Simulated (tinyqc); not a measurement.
CIS on RHF in the sto-6g basis, for H4, spin multiplicity 1, step by step. Computed by tinyqc, a small Python program that keeps every step (integrals from PySCF). Settings: charge = 0, multiplicity = 1, basis = sto-6g, method = RHF, energy threshold = 1e-10, iteration cap = 81, orthogonalisation = symmetric, start = core, DIIS depth = 6. Command: `OMP_NUM_THREADS=1 python tinyqc.py 30096 30097 out.jsonl` (the two numbers bound the seeds that draw the settings). One thread of a shared host (Intel(R) Xeon(R) Processor @ 2.60GHz), about 0.05 s of CPU time with the checks. The early iterations of the SCF are left out here.

## One-electron integrals

Geometry (angstrom):
```
atom        x        y        z
H     0.00000  0.00000  0.00000
H     0.00000  0.00000  0.78100
H     0.00000  0.00000  1.84100
H     0.00000  0.00000  2.62200
```

Basis sto-6g: exponents (1/bohr^2) and contraction coefficients of normalised primitives:
```
element  l (shell)  exponent  coefficient
H            s (1)  35.52322      0.00916
H            s (1)   6.51314      0.04936
H            s (1)   1.82214      0.16854
H            s (1)   0.62596      0.37056
H            s (1)   0.24308      0.41649
H            s (1)   0.10011      0.13033
```

Overlap, kinetic and nuclear-attraction integrals over the contracted functions; the nuclear repulsion is the sum of Za Zb / Rab.

nuclear repulsion = 2.6310532 hartree

overlap S, order 1H 1s, 2H 1s, 3H 1s, 4H 1s:
```
[[1.00000, 0.63302, 0.15411, 0.04235],
 [0.63302, 1.00000, 0.46218, 0.15411],
 [0.15411, 0.46218, 1.00000, 0.63302],
 [0.04235, 0.15411, 0.63302, 1.00000]]
```

kinetic energy T (hartree), order 1H 1s, 2H 1s, 3H 1s, 4H 1s:
```
[[0.76852, 0.21130, -0.00913, -0.00895],
 [0.21130, 0.76852, 0.09156, -0.00913],
 [-0.00913, 0.09156, 0.76852, 0.21130],
 [-0.00895, -0.00913, 0.21130, 0.76852]]
```

nuclear attraction V (hartree), order 1H 1s, 2H 1s, 3H 1s, 4H 1s:
```
[[-2.35677, -1.50928, -0.34066, -0.08847],
 [-1.50928, -2.64208, -1.09972, -0.34066],
 [-0.34066, -1.09972, -2.64208, -1.50928],
 [-0.08847, -0.34066, -1.50928, -2.35677]]
```

core Hamiltonian H = T + V (hartree), order 1H 1s, 2H 1s, 3H 1s, 4H 1s:
```
[[-1.58825, -1.29798, -0.34979, -0.09742],
 [-1.29798, -1.87355, -1.00816, -0.34979],
 [-0.34979, -1.00816, -1.87355, -1.29798],
 [-0.09742, -0.34979, -1.29798, -1.58825]]
```

## Two-electron integrals

Functions are numbered as in S; the eight-fold symmetry (ij|kl) = (ji|kl) = (kl|ij) leaves the list below.

Two-electron integrals (ij|kl) in chemists' order, unique and non-zero (hartree):
```
(11|11) 0.77500   (21|11) 0.42131   (21|21) 0.27092   (22|11) 0.55467
(22|21) 0.42131   (22|22) 0.77500   (31|11) 0.07485   (31|21) 0.05295
(31|22) 0.09260   (31|31) 0.01248   (32|11) 0.18112   (32|21) 0.14346
(32|22) 0.28270   (32|31) 0.03902   (32|32) 0.13469   (33|11) 0.28568
(33|21) 0.22685   (33|22) 0.45894   (33|31) 0.07485   (33|32) 0.28270
(33|33) 0.77500   (41|11) 0.01683   (41|21) 0.01210   (41|22) 0.02159
(41|31) 0.00307   (41|32) 0.01000   (41|33) 0.02159   (41|41) 0.00081
(42|11) 0.04917   (42|21) 0.03836   (42|22) 0.07485   (42|31) 0.01108
(42|32) 0.03902   (42|33) 0.09260   (42|41) 0.00307   (42|42) 0.01248
(43|11) 0.15072   (43|21) 0.11593   (43|22) 0.22685   (43|31) 0.03836
(43|32) 0.14346   (43|33) 0.42131   (43|41) 0.01210   (43|42) 0.05295
(43|43) 0.27092   (44|11) 0.20175   (44|21) 0.15072   (44|22) 0.28568
(44|31) 0.04917   (44|32) 0.18112   (44|33) 0.55467   (44|41) 0.01683
(44|42) 0.07485   (44|43) 0.42131   (44|44) 0.77500
```

## Orthogonalisation

S = U s U^T; symmetric (Loewdin) form X = U s^(-1/2) U^T, so that X^T S X = 1.

eigenvalues of S: [0.22484, 0.43763, 1.27063, 2.06690]

X, order 1H 1s, 2H 1s, 3H 1s, 4H 1s:
```
[[1.23077, -0.47688, 0.08263, -0.02202],
 [-0.47688, 1.37087, -0.37241, 0.08263],
 [0.08263, -0.37241, 1.37087, -0.47688],
 [-0.02202, 0.08263, -0.47688, 1.23077]]
```

## Iteration 6 (converged): orbitals

converged F (hartree), order 1H 1s, 2H 1s, 3H 1s, 4H 1s:
```
[[-0.35225, -0.58870, -0.19100, -0.03860],
 [-0.58870, -0.43273, -0.38944, -0.19100],
 [-0.19100, -0.38944, -0.43273, -0.58870],
 [-0.03860, -0.19100, -0.58870, -0.35225]]
```

Diagonalise F' = X^T F X, C = X C', fill 2 alpha and 2 beta electrons from the bottom; D = 2 C_occ C_occ^T. Each column has its largest component positive (the first on a tie).

F' = X^T F X (hartree):
```
[[0.04800, -0.64164, 0.08935, -0.00372],
 [-0.64164, 0.13977, -0.40630, 0.08935],
 [0.08935, -0.40630, 0.13977, -0.64164],
 [-0.00372, 0.08935, -0.64164, 0.04800]]
```

orbital energies (hartree): [-0.68487, -0.47275, 0.46261, 1.07054]

coefficients C, order 1H 1s, 2H 1s, 3H 1s, 4H 1s:
```
[[0.29385, 0.48912, 0.84965, -0.83787],
 [0.39447, 0.39715, -0.64851, 1.23220],
 [0.39447, -0.39715, -0.64851, -1.23220],
 [0.29385, -0.48912, 0.84965, 0.83787]]
```

D after iteration 6, order 1H 1s, 2H 1s, 3H 1s, 4H 1s:
```
[[0.65117, 0.62034, -0.15669, -0.30579],
 [0.62034, 0.62667, -0.00425, -0.15669],
 [-0.15669, -0.00425, 0.62667, 0.62034],
 [-0.30579, -0.15669, 0.62034, 0.65117]]
```

## Convergence

Stop when the energy changes by less than 1e-10 hartree and every element of the error matrix X^T (F D S - S D F) X is below 3e-06.

Course of the cycle:
```
iteration  E (hartree)     change  largest element of the error matrix
1           -2.0472132          -                             4.37e-01
2           -2.2013902  -1.54e-01                             1.28e-02
3           -2.2015607  -1.70e-04                             3.27e-03
4           -2.2015715  -1.08e-05                             1.20e-05
5           -2.2015715  -1.26e-10                             4.17e-06
6           -2.2015715  -1.09e-11                             2.52e-06
```

PySCF RHF in the same basis = -2.2015715 hartree

Converged in 6 iterations.

## Integrals over molecular orbitals

(pq|rs) = sum C_ip C_jq C_kr C_ls (ij|kl), one index at a time.

one-electron integrals over orbitals h = C^T H C (hartree):
```
[[-1.95191, 0.00000, 0.15616, 0.00000],
 [0.00000, -1.72309, 0.00000, -0.13695],
 [0.15616, 0.00000, -1.22596, 0.00000],
 [0.00000, -0.13695, 0.00000, -0.80533]]
```

Two-electron integrals over orbitals (pq|rs), unique and non-zero (hartree):
```
(11|11) 0.50343    (21|21) 0.18242    (22|11) 0.47301    (22|22) 0.48673
(31|11) -0.06712   (31|22) -0.00057   (31|31) 0.10677    (32|21) 0.08791
(32|32) 0.11440    (33|11) 0.47863    (33|22) 0.47624    (33|31) -0.01939
(33|33) 0.49913    (41|21) 0.03414    (41|32) -0.05960   (41|41) 0.08759
(42|11) 0.07581    (42|22) 0.01946    (42|31) -0.09883   (42|33) 0.01879
(42|42) 0.10607    (43|21) -0.17311   (43|32) -0.08822   (43|41) -0.03153
(43|43) 0.18629    (44|11) 0.53116    (44|22) 0.50360    (44|31) -0.07258
(44|33) 0.52010    (44|42) 0.08595    (44|44) 0.59586
```

## CIS matrix, singlets

A(ia,jb) = (e_a - e_i) d_ij d_ab + 2 (ia|jb) - (ij|ab).

CIS matrix A, singlet (hartree), order 1>3, 1>4, 2>3, 2>4:
```
[[0.88239, 0.00000, 0.00000, -0.02456],
 [0.00000, 1.39944, 0.05390, 0.00000],
 [0.00000, 0.05390, 0.68794, 0.00000],
 [-0.02456, 0.00000, 0.00000, 1.25183]]
```

## CIS singlet states

dipole integrals <i|r|a> (bohr), order 1>3, 1>4, 2>3, 2>4:
```
[[0.00000, 0.00000, 0.00000],
 [0.00000, 0.00000, 0.33429],
 [0.00000, 0.00000, -1.43890],
 [0.00000, 0.00000, 0.00000]]
```

Diagonalise A (1 hartree = 27.211386 eV); each vector has its largest component positive (the first on a tie). The transition dipole is mu = sqrt2 sum c_ia <i|r|a>.

singlet excitation energies (eV): [18.60919, 23.96668, 34.10840, 38.19118]

lowest vectors, order 1>3, 1>4, 2>3, 2>4:
```
[[0.00000, 0.99782, -0.06605, 0.00000],
 [-0.07512, 0.00000, 0.00000, 0.99717],
 [0.99717, 0.00000, 0.00000, 0.07512],
 [0.00000, 0.06605, 0.99782, 0.00000]]
```

oscillator strengths 2/3 w |mu|^2: [1.94352, 0.00000, 0.00000, 0.09495]

## CIS matrix, triplets

A(ia,jb) = (e_a - e_i) d_ij d_ab - (ij|ab).

CIS matrix A, triplet (hartree), order 1>3, 1>4, 2>3, 2>4:
```
[[0.66885, 0.00000, 0.00000, 0.17311],
 [0.00000, 1.22425, 0.17311, 0.00000],
 [0.00000, 0.17311, 0.45913, 0.00000],
 [0.17311, 0.00000, 0.00000, 1.03969]]
```

## CIS triplet states

Diagonalise A (1 hartree = 27.211386 eV); each vector has its largest component positive (the first on a tie).

triplet excitation energies (eV): [11.47740, 16.34339, 30.14850, 34.32968]

lowest vectors, order 1>3, 1>4, 2>3, 2>4:
```
[[0.00000, 0.93031, 0.36677, 0.00000],
 [-0.21087, 0.00000, 0.00000, 0.97751],
 [0.97751, 0.00000, 0.00000, 0.21087],
 [0.00000, -0.36677, 0.93031, 0.00000]]
```
